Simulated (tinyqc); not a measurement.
What each parameter does: model-solid line-up of a strained alloy layer on a substrate.

All values of the alloy are linear in x but the gap, Eg(x) = (1 - x) Eg_A + x Eg_B - C x (1 - x), and the valence edge, Ev(x) = (1 - x) Ev_A + x Ev_B + fv C x (1 - x); Ec = Ev + Eg. Ev is the top of the unstrained valence band on a scale common to all materials. In the layer only the Gamma valley of the conduction band is followed, also where an X or L valley would lie lower.

Coherent growth on a (001) face: e_par = (a_s - a)/a, e_perp = -2 (C12/C11) e_par; exx = eyy = e_par, ezz = e_perp, no shear.

Strained edges: Ec + ac tr(e); the valence edges are Ev plus the levels of the 6 x 6 matrix of X, Y, Z times spin with -Dso/3 + l exx + m (eyy + ezz) on the diagonal (cyclic), n exy off it, l = av + 2 b, m = av - b, n = sqrt(3) d. Spin-orbit term (Dso/3) L.sigma on X, Y, Z with (L_k)_ij = -i epsilon_kij: <X+|H|Y+> = -i Dso/3, <X+|H|Z-> = Dso/3, <Y+|H|Z-> = -i Dso/3, <Z+|H|X-> = -Dso/3, <Z+|H|Y-> = i Dso/3, <X-|H|Y-> = i Dso/3, and their conjugates; + and - are the spin along z.

dEc = Ec(substrate) - Ec(layer), dEv = Ev(layer) - Ev(substrate); positive values confine the carrier in the layer. Type I: both of one sign; type II: opposite signs; type III: the gaps do not overlap.

Parameters, chosen for this exercise (A near GaAs, B near GaSb, substrate near InP; the results hold for these values, not for the real material):

| symbol | value | unit | meaning |
|---|---|---|---|
| a | (5.66, 6.092) | angstrom | lattice constant of A, B |
| Eg | (1.505, 0.822) | eV | gap at Gamma to the s-like level of A, B |
| Dso | (0.344, 0.767) | eV | spin-orbit splitting of A, B |
| Ev | (-0.81, -0.03) | eV | top of the unstrained valence band of A, B |
| ac | (-7.06, -7.55) | eV | conduction deformation potential of A, B |
| av | (1.16, 0.8) | eV | valence hydrostatic potential of A, B |
| b | (-2, -2) | eV | tetragonal shear potential of A, B |
| d | (-4.81, -4.69) | eV | trigonal shear potential of A, B |
| C11 | (123.3, 89.2) | GPa | of A, B |
| C12 | (56, 39.7) | GPa | of A, B |
| C44 | (59.5, 43.5) | GPa | of A, B |
| C | 1.248 | eV | bowing of the gap |
| fv | 0.7 |  | share of the bowing taken by the valence edge |
| a_s | 5.876 | angstrom | substrate |
| Eg_s | 1.418 | eV | lowest gap of the substrate |
| Ev_s | -0.94 | eV | substrate valence edge |
| face | 001 |  | growth face |
| x | 0.37 |  | fraction of B |

Strained gap, valence splitting and offsets. Each row changes one parameter from the base and keeps the others.

Results:

| case | gap (eV) | splitting (meV) | dEc (eV) | dEv (eV) |
|---|---|---|---|---|
| base | 0.8322 | 78.4 | -0.0890 | 0.6748 |
| x = 0.35 | 0.8318 | 91.5 | -0.0773 | 0.6635 |
| a_s = 5.856 angstrom | 0.8793 | 49.4 | -0.1163 | 0.6550 |
| C = 1.348 eV | 0.8088 | 78.4 | -0.0820 | 0.6911 |
| fv = 0.9 | 0.8322 | 78.4 | -0.1471 | 0.7330 |
| Ev_s = -0.89 eV | 0.8322 | 78.4 | -0.0390 | 0.6248 |
| C12 = (64.4, 45.655) GPa | 0.8396 | 84.4 | -0.0984 | 0.6768 |
| d = (-5.531, -5.394) eV | 0.8322 | 78.4 | -0.0890 | 0.6748 |
| Dso = (0.396, 0.882) eV | 0.8328 | 77.8 | -0.0890 | 0.6742 |

The largest shifts from the base row, up to three for each result and ties (the steps differ in size, so this ranks the rows, not the parameters). gap (eV): a_s +0.0471, C -0.0233, C12 +0.0075; unchanged at the printed digits by fv, Ev_s and d. splitting (meV): a_s -29.0, x +13.1, C12 +5.9; unchanged at the printed digits by C, fv, Ev_s and d. dEc (eV): fv -0.0582, Ev_s +0.0500, a_s -0.0273; unchanged at the printed digits by d and Dso. dEv (eV): fv +0.0582, Ev_s -0.0500, a_s -0.0198; unchanged at the printed digits by d.

tinyqc: `OMP_NUM_THREADS=1 python tinyqc.py 1080871 1080872 out.jsonl`; about 0.01 s, one thread, shared Intel(R) Xeon(R) Processor @ 2.30GHz.
